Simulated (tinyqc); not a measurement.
Comparisons within one model: pair of shallow donors (hydrogen-like orbitals). A value that a table varies takes the place of the one given here.

Each donor has the orbital exp(-r/a); energy unit Ha* = q/(eps a), q = e^2/(4 pi eps0), so that a lone donor is bound by Ha*/2; x = R/a. One electron: S = (1 + x + x^2/3) exp(-x), j = 1/x - (1 + 1/x) exp(-2x), k = (1 + x) exp(-x); levels E(+/-) = -1/2 - (j +/- k)/(1 +/- S) in Ha*, without the repulsion of the ions, split by D = |E(-) - E(+)|. In six valleys the overlaps S and k are multiplied by v = [cos(K Rx) + cos(K Ry) + cos(K Rz)]/3, K = k0 (2 pi/a_lat), for isotropic envelopes and the symmetric valley state.

Two electrons, Heitler-London: with S' = (1 - x + x^2/3) exp(x), C = 1/x - exp(-2x)(1/x + 11/8 + 3x/4 + x^2/6), X = (1/5){exp(-2x)(25/8 - 23x/4 - 3x^2 - x^3/3) + (6/x)[S^2 (0.5772157 + ln x) + S'^2 Ei(-4x) - 2 S S' Ei(-2x)]}, Q = C - 2j + 1/x and A = X - 2 S k + S^2/x, the singlet and triplet lie at (Q +/- w A)/(1 +/- w S^2) from two lone donors, with the valley weight w = v^2; the exchange is J = triplet - singlet.

Constants: e^2/(4 pi eps0) = 14.39964547 eV angstrom.

Inputs chosen for the exercise (near those of two donors in Si; not measured data):
- a = 18.2 angstrom (orbital radius)
- eps = 11.3 (dielectric constant)
- a_lat = 5.431 angstrom (lattice constant)
- k0 = 0.843 2 pi/a_lat (valley position)
- sites = ((14, 0, 0), (14.25, 0.25, 0.25), (14.5, 0.5, 0), (14, 0.5, 0.5), (13.75, 0.25, -0.25), (14.75, 0.25, -0.25), (14, 1, 0), (14.25, 0.75, -0.25), (15, 0.5, 0.5)) a_lat (positions of the second donor)
- Ns = (0.035, 0.088, 0.21, 0.53, 1.2, 2.6, 5.3) x 1e18/cm^3 (donor densities)
- n = (9, 9, 0) a_lat (separation vector)

## Placement within one cell

D and J for each site, and for v = 1.

Results:
```
site,R (angstrom),v,D (meV),J (micro-eV),J for v = 1
"(14, 0, 0)",76.0,0.774,4.31,649,1.08e+03
"(14.25, 0.25, 0.25)",77.4,0.495,2.58,237,969
"(14.5, 0.5, 0)",78.8,0.095,0.466,7.81,866
"(14, 0.5, 0.5)",76.1,-0.480,2.64,248,1.08e+03
"(13.75, 0.25, -0.25)",74.7,-0.117,0.677,16.6,1.21e+03
"(14.75, 0.25, -0.25)",80.1,-0.143,0.663,15.8,776
"(14, 1, 0)",76.2,0.624,3.43,416,1.07e+03
"(14.25, 0.75, -0.25)",77.5,0.189,0.976,34.3,962
"(15, 0.5, 0.5)",81.6,-0.792,3.51,432,690
```

Over these sites the envelope alone changes J by a factor 1.75, and the valley factor v^2 by 69.5; J runs from 7.81 at (14.5, 0.5, 0) to 649 micro-eV at (14, 0, 0). Moves of less than one lattice constant change the phases of the valleys along each axis that moves, so the placement must be exact to the site.

## From lone donors to an impurity band (impurity band of shallow donors (Hubbard estimate))

Donors on a simple cubic lattice of spacing R = N^(-1/3) (1/angstrom^3 = 1e24/cm^3), Ha* = q/(eps a), q = e^2/(4 pi eps0), x = R/a. Hopping t = Ha* (1 + x) exp(-x), band width B = 12 t, on-site repulsion U = (5/8) Ha*; the gap closes near B/U = 1.15. Valley factors and disorder are left out.

Results:
```
N (1e18/cm^3),R (angstrom),N^(1/3) a,t (meV),B (meV),B/U
0.035,305.7,0.060,6.32e-05,0.000758,1.73e-05
0.088,224.8,0.081,0.00404,0.0484,0.00111
0.21,168.2,0.108,0.0694,0.832,0.0190
0.53,123.6,0.147,0.614,7.37,0.168
1.2,94.1,0.193,2.45,29.5,0.673
2.6,72.7,0.250,6.43,77.2,1.76
5.3,57.4,0.317,12.4,149,3.41
```

B/U passes 1.15 between 1.2 and 2.6 x 1e18/cm^3; the root is x = 4.52, N^(1/3) a = 0.221, N = 1.8 x 1e18/cm^3, below the 2.9 that the empirical rule N^(1/3) a = 0.26 gives; the estimate is rough, since random positions, the overlap of the orbitals and screening are left out. While N grows by 151 times, t grows by 1.97e+05 times.

## What each parameter does

x, D = |E(-) - E(+)| and J. Each row changes one parameter from the base and keeps the others.

Results:
```
case,x,D (meV),J (micro-eV)
base,3.798,1.691,105
a = 20 angstrom,3.456,1.931,153
eps = 12.4,3.798,1.541,95.3
k0 = 0.823 2 pi/a_lat,3.798,1.594,93.0
"n = (10, 9, 0) a_lat",4.015,1.559,88.0
```

The largest shifts from the base row, up to three for each result and ties (the steps differ in size, so this ranks the rows, not the parameters). x: a -0.342, n +0.217; unchanged at the printed digits by eps and k0. D (meV): a +0.240, eps -0.150, n -0.132. J (micro-eV): a +48.2, n -16.5, k0 -11.6.

Program tinyqc; command `OMP_NUM_THREADS=1 python tinyqc.py 1280276 1280277 out.jsonl`; about 0.01 s on one thread of a shared Intel(R) Xeon(R) Processor @ 2.30GHz.
